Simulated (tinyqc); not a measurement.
# Gate work function from the charge

Question. For an undoped double gate, Q = 8 eps0 eps_r Vt beta tan(beta)/ts with 0 < beta < pi/2, and at the source (Vg - dphi)/(2 Vt) - ln[(2/ts) sqrt(2 eps0 eps_r Vt/(q ni))] = ln(beta) - ln(cos beta) + 2 r beta tan(beta), r = eps_r tox/(eox ts). Find beta and dphi.

Parameters, values chosen for the exercise; material values close to those of In0.53Ga0.47As:
- T = 400 K (temperature)
- eps_r = 14.1 (relative permittivity of the semiconductor)
- eox = 4.03 (relative permittivity of the gate insulator)
- tox = 2.1 nm (insulator thickness)
- ts = 20 nm (body thickness)
- Vg = 0.46 V (gate voltage)

Constants: q = 1.602176634e-19 C, kB = 1.380649e-23 J/K, Vt = kB T/q, eps0 = 8.8541878128e-14 F/cm where lengths are in cm. Results are converted to the units shown.

Qs = 16.474498 nC/cm^2
ni = 4.4614814e13 cm^-3

Answer. beta tan(beta) rises from 0 without bound on the interval, so the charge fixes beta; the second relation is then explicit in dphi.

beta = 0.3045
dphi = 0.2100 V

Program tinyqc, `OMP_NUM_THREADS=1 python tinyqc.py 2440146 2440147 out.jsonl`; Intel Xeon 2.30GHz, shared host, one thread, about 0.03 s.
